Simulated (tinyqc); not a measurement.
Via and link resistance from two via chains.

Question. A chain of 2000 vias joined by 2000 metal links has R = 2000 (Rv + Rlink), with Rlink proportional to the link length. Find Rv, Rlink for length L, and the value of Rv that the short chain would give if the links were ignored.

resistance of chains of 2000 links with link lengths L and 3 L (ohm): 92200  1.086e5

Solution. R per link is a straight line in the link length; its intercept at zero length is Rv.

Rv = 42.0 ohm
Rlink = 4.10 ohm
Rv without correction = 46.1 ohm

Program tinyqc, `OMP_NUM_THREADS=1 python tinyqc.py 2750083 2750084 out.jsonl`; Intel Xeon 2.30GHz, shared host, one thread, about 0.01 s.
